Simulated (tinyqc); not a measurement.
Special k points of the fcc lattice, step by step. Values are carried at full precision from step to step, so a last printed digit may differ when a step is redone from the rounded ones.

Lattice vectors in units of a: a1 = (0, 1/2, 1/2), a2 = (1/2, 0, 1/2), a3 = (1/2, 1/2, 0); reciprocal vectors b_i with a_i . b_j = 2 pi delta_ij. Mesh: k = sum_i f_i b_i with f_i = (2 j_i + shift)/(2 N), j_i = 0 .. N-1. The point group of the lattice has 48 operations; only those that map the mesh onto itself are used.

Parameters, chosen for this exercise:
- N = 4 (points along each reciprocal vector)
- shift = 1 (half steps)
- D = 1.89 eV (half gap term)
- t = 0.36 eV (coupling)
- e0 = 1.73 eV (offset)

## Irreducible points and weights

Join points that an operation carries into one another (modulo reciprocal vectors); list each class by its first point in the order of (j1, j2, ...).

Irreducible points:
```
f1          f2      f3  weight
0.1250  0.1250  0.1250       2
0.1250  0.1250  0.3750       6
0.1250  0.1250  0.6250       6
0.1250  0.1250  0.8750       6
0.1250  0.3750  0.3750       6
0.1250  0.3750  0.6250      12
0.1250  0.3750  0.8750      12
0.1250  0.6250  0.6250       6
0.3750  0.3750  0.3750       2
0.3750  0.3750  0.6250       6
```

operations that keep the mesh = 12
irreducible points = 10

The weights add up to 64 = N^3; symmetry saves a factor 6.4. The shift breaks the symmetry of the lattice: only 12 of 48 operations keep the mesh.

## Which stars the mesh integrates

A_m(k) = sum over the m-th star of lattice vectors R of cos(k . R), stars in order of length: m = 1: |R|^2 = 0.5, 12 vectors, such as (1, 0, 0) in the basis a_i; m = 2: |R|^2 = 1, 6 vectors, such as (1, 1, -1) in the basis a_i; m = 3: |R|^2 = 1.5, 24 vectors, such as (2, 0, -1) in the basis a_i; m = 4: |R|^2 = 2, 12 vectors, such as (2, 0, 0) in the basis a_i; m = 5: |R|^2 = 2.5, 24 vectors, such as (2, 1, -1) in the basis a_i; m = 6: |R|^2 = 3, 8 vectors, such as (3, -1, -1) in the basis a_i. The zone mean of every A_m is zero.

Lattice vectors in units of a: a1 = (0, 1/2, 1/2), a2 = (1/2, 0, 1/2), a3 = (1/2, 1/2, 0); f are fractions of the reciprocal vectors. Evaluate the first six A_m at each irreducible point (k . R = 2 pi sum f_i n_i) and form the weighted means.

A_m at the points, rows 1, 2, 3, 4, 5, 6, 7, 8, 9, 10; columns m=1, m=2, m=3, m=4, m=5, m=6:
$$\begin{pmatrix}
10.243 & 4.243 & 14.485 & 6.000 & 8.485 & 2.828 \\
3.414 & -1.414 & -3.172 & -2.000 & -8.485 & 2.828 \\
-0.586 & -4.243 & 0.828 & 6.000 & 2.828 & -2.828 \\
6.243 & 1.414 & -0.828 & -2.000 & -2.828 & -2.828 \\
0.586 & 1.414 & -8.828 & -2.000 & 8.485 & -2.828 \\
-3.414 & 1.414 & 4.828 & -2.000 & -2.828 & -2.828 \\
-0.586 & -1.414 & -0.828 & -2.000 & 2.828 & 2.828 \\
-3.414 & 4.243 & -4.828 & 6.000 & -2.828 & 2.828 \\
1.757 & -4.243 & -2.485 & 6.000 & -8.485 & -2.828 \\
-2.243 & -1.414 & 4.828 & -2.000 & 2.828 & 2.828
\end{pmatrix}$$

weighted means: m=1 0.000, m=2 0.000, m=3 0.000, m=4 0.000, m=5 0.000, m=6 0.000

All six means vanish: the mesh is exact for functions whose Fourier series ends within these stars.

## A zone average from the irreducible points

Test function, the lower band of a two-band insulator: E(k) = -sqrt(D^2 + (e0 - t A_1(k))^2).

Lattice vectors in units of a: a1 = (0, 1/2, 1/2), a2 = (1/2, 0, 1/2), a3 = (1/2, 1/2, 0). Evaluate E at each point and take the weighted mean; the reference uses the unshifted mesh with N = 24.

E at the points (eV): [-2.7209, -1.9552, -2.7091, -1.9595, -2.4248, -3.5112, -2.7091, -3.5112, -2.1855, -3.1639]

weighted mean = -2.7937 eV
reference mean = -2.7937 eV

The error is -0.06 meV with 10 points.

## Checks

- Weighted mean over irreducible points against the plain mean over the whole mesh (eV): both -2.793730.
- Reference mean against a mesh of N = 30 (eV): both -2.7937.

Computed by tinyqc, a small Python program: `OMP_NUM_THREADS=1 python tinyqc.py 1650143 1650144 out.jsonl` (the numbers bound the seed that draws the inputs); one thread of a shared host (Intel(R) Xeon(R) Processor @ 2.30GHz), about 0.1 s for the whole set of steps.
